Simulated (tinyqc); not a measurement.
The trial energy against the axis ratio: donor in an ellipsoidal valley (Kohn-Luttinger variational method). Computed by tinyqc, a small Python program. Command: `OMP_NUM_THREADS=1 python tinyqc.py 3031458 3031459 out.jsonl kohnlutt sweep`. One thread of a shared host (Intel(R) Xeon(R) Processor @ 2.30GHz), about 0.07 s of CPU time with the checks.

H = -(d^2/dx^2 + d^2/dy^2) - gamma d^2/dz^2 - 2/r in units built on m_t, with gamma = m_t/m_l and z along the valley axis. One valley; no valley-orbit or central-cell term.

Inputs (values chosen for the exercise, modelled on germanium): transverse mass m_t = 0.0838 m_0; longitudinal mass m_l = 1.6 m_0; dielectric constant eps = 15.8.

Constants: Ry = 13.605693123 eV; a_0 = 0.529177210903 angstrom.

Method. Ry* = Ry m_t/eps^2, a* = a_0 eps/m_t, gamma = m_t/m_l. Trial function exp(-sqrt((x^2 + y^2)/a^2 + z^2/b^2)) with beta = b/a < 1: E = t/a^2 - u/a, t = (2 + gamma/beta^2)/3, u = 2 arcsin(sqrt(1 - beta^2))/sqrt(1 - beta^2); the best a is 2 t/u and E(beta) = -u^2/(4 t).

One run for each value:
```
trial ratio b/a,E(beta) (Ry*),best a (a*),t,u
0.15,-1.430,1.004,1.443,2.873
0.25,-1.959,0.695,0.946,2.723
0.36,-2.073,0.622,0.801,2.578
0.56,-1.923,0.613,0.722,2.357
0.67,-1.800,0.626,0.706,2.254
0.77,-1.690,0.642,0.696,2.169
0.88,-1.575,0.661,0.689,2.084
0.98,-1.480,0.680,0.685,2.013
```

Give the missing row, trial ratio b/a = 0.46.

Computed row:
```
trial ratio b/a  E(beta) (Ry*)  best a (a*)      t      u
0.46                    -2.022        0.609  0.749  2.461
```

Interpolating between the two neighbouring rows (the first column on a logarithmic scale, the others too where they are positive) misses most in E(beta) (Ry*), by 1.6 %. Over the rows, E(beta) (Ry*) goes from -1.43 through a minimum among these rows, -2.07 at 0.360, to -1.48; best a (a*) goes from 1.00 through a minimum among these rows, 0.609 at 0.460, to 0.680; t falls from 1.44 to 0.685 (exponent d ln y / d ln x -0.83 between the first rows and -0.059 between the last). Flattening raises the kinetic term t through gamma/beta^2 and the attraction u through a smaller mean distance; the minimum balances the two.

Extremes, crossings and ranges named in words are read from the listed rows.
